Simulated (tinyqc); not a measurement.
Linear model of a band gap against the share of exact exchange: one step. Fixed shares. Three cases, with inputs chosen for the exercise.

Task: Gap, error against the target and eps for alpha = 0, 0.25 and 1/e0; and the alpha that meets the target, (Et - E0)/S.

E(alpha) = E0 + S alpha. A wider gap screens less, modelled in the Penn form eps(alpha) = 1 + (e0 - 1)(EP/(EP + S alpha))^2 with a scale EP chosen for the exercise. A dielectric-dependent hybrid takes alpha = 1/eps.

Give: a table of alpha, E (eV), E - Et (eV), eps; alpha for the target.

Case 1.

Values chosen (of the order of those of Ge; not measured data): E0 = 0.08 eV (gap of the semi-local functional); S = 4.67 eV (slope dE/d(alpha)); e0 = 17.28 (optical dielectric constant at alpha = 0); EP = 8 eV (energy scale of the screening); Et = 0.73 eV (target gap).

Result:

Results:

| alpha | E (eV) | E - Et (eV) | eps |
|---|---|---|---|
| 0.0000 | 0.080 | -0.650 | 17.280 |
| 0.2500 | 1.248 | 0.517 | 13.397 |
| 0.0579 | 0.350 | -0.380 | 16.233 |

alpha for the target = 0.1392

A quarter of exact exchange overshoots the target by 0.52 eV: the material needs 0.139, and 1/e0 = 0.058 lies closer to it than 0.25 does.

Case 2.

Values chosen (of the order of those of GaN; not measured data): E0 = 1.9 eV (gap of the semi-local functional); S = 6.55 eV (slope dE/d(alpha)); e0 = 5.78 (optical dielectric constant at alpha = 0); EP = 20.5 eV (energy scale of the screening); Et = 3.56 eV (target gap).

Result:

Results:

| alpha | E (eV) | E - Et (eV) | eps |
|---|---|---|---|
| 0.0000 | 1.900 | -1.660 | 5.780 |
| 0.2500 | 3.538 | -0.022 | 5.099 |
| 0.1730 | 3.033 | -0.527 | 5.292 |

alpha for the target = 0.2534

A quarter of exact exchange falls short of the target by 0.02 eV: the material needs 0.253, and 1/e0 = 0.173 lies further from it than 0.25 does.

Case 3.

Values chosen (of the order of those of Si; not measured data): E0 = 0.59 eV (gap of the semi-local functional); S = 4.81 eV (slope dE/d(alpha)); e0 = 13.22 (optical dielectric constant at alpha = 0); EP = 10.2 eV (energy scale of the screening); Et = 1.16 eV (target gap).

Result:

Results:

| alpha | E (eV) | E - Et (eV) | eps |
|---|---|---|---|
| 0.0000 | 0.590 | -0.570 | 13.220 |
| 0.2500 | 1.792 | 0.632 | 10.778 |
| 0.0756 | 0.954 | -0.206 | 12.393 |

alpha for the target = 0.1185

A quarter of exact exchange overshoots the target by 0.63 eV: the material needs 0.119, and 1/e0 = 0.076 lies closer to it than 0.25 does.

Computed by tinyqc, one run a case: `OMP_NUM_THREADS=1 python tinyqc.py N N+1 out.jsonl` with N = 1880794, 1880863, 1880877; one thread of a shared Intel(R) Xeon(R) Processor @ 2.30GHz, about 0.01 s a run at most.
